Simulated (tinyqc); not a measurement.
From lateral junction y_j(0) back to channel doping C_B: two-dimensional dopant profile at a mask edge: lateral junction, overlap and effective channel length. Computed by tinyqc, a small Python program. Command: `OMP_NUM_THREADS=1 python tinyqc.py 3019152 3019153 out.jsonl lateral inv`. One thread of a shared host (Intel(R) Xeon(R) Processor @ 2.30GHz), about 0.01 s of CPU time with the checks.

Ions enter for y < 0; the mask (spacer, then gate) covers y > 0. x is the depth. The surface reflects dopant during the anneal.

Inputs (values chosen for the exercise, modelled on a source-drain extension in silicon):

| quantity | value | unit |
|---|---|---|
| dose Q | 2.5e+14 | 1/cm^2 |
| projected range R_p | 4.5 | nm |
| vertical straggle | 1.7 | nm |
| lateral straggle | 1.2 | nm |
| anneal budget D t | 9.7e-14 | cm^2 |
| gate length L_g | 47 | nm |
| offset spacer | 1 | nm |
| oxide thickness | 2 | nm |

Constants: eps_0 = 8.8541878128e-12 F/m.

Method:
- Widths s_x^2 = (vertical straggle)^2 + 2 D t, s_y^2 = (lateral straggle)^2 + 2 D t. C(x, y) = V(x) (1/2) erfc(y/(sqrt2 s_y)), V(x) = Q/(sqrt(2 pi) s_x) [exp(-(x - R_p)^2/(2 s_x^2)) + exp(-(x + R_p)^2/(2 s_x^2))]; 1 nm = 1e-7 cm.
- The vertical junction far from the mask solves V(x) = C_B.
- The lateral junction at depth x solves C = C_B: y_j(x) = sqrt2 s_y erfc^-1(2 C_B/V(x)). Overlap under the gate = y_j(0) - spacer; metallurgical channel L_met = L_g - 2 overlap (tails from the two sides are not added).
- Abruptness at y_j(0) in nm per decade = ln(10) s_y sqrt(pi/2) exp(u^2) erfc(u), u = y_j/(sqrt2 s_y). Overlap capacitance per width = 3.9 eps_0 overlap/t_ox (zero if there is no overlap).

Task: A run gave the result below. Find the channel doping C_B, known to lie between 1.5e+18 and 4.9e+18 1/cm^3.

lateral junction y_j(0) = 10.64024 nm

Result:

Each step takes the trial c = (a f_b - b f_a)/(f_b - f_a), f being the result less the target and a, b, c the logarithms of the listed values; c replaces end b, the old b replaces a if the sign of f changed, and otherwise f_a is halved.

Scan of the range:

| channel doping C_B (1/cm^3) | lateral junction y_j(0) (nm) |
|---|---|
| 1.50e+18 | 11.5812 |
| 1.83e+18 | 11.2598 |
| 2.23e+18 | 10.9328 |
| 2.71e+18 | 10.6025 |
| 3.30e+18 | 10.2604 |
| 4.02e+18 | 9.9084 |
| 4.90e+18 | 9.5454 |

False position (Illinois rule, in the logarithm of the input) inside the bracket:

| step | end a | end b | trial | lateral junction y_j(0) (nm) |
|---|---|---|---|---|
| 1 | 2.23000e+18 | 2.71000e+18 | 2.65036e+18 | 10.6406 |
| 2 | 2.71000e+18 | 2.65036e+18 | 2.65100e+18 | 10.6402 |
| 3 | 2.71000e+18 | 2.65100e+18 | 2.65100e+18 | 10.6402 |
| 4 | 2.65100e+18 | 2.65100e+18 | 2.65100e+18 | 10.6402 |

Lateral junction y_j(0) falls at every point of a 13-point scan of the range (every second point is shown), so one value fits; it is bracketed by 2.23e18 and 2.71e18. Answer: channel doping C_B = 2.651e18 1/cm^3.
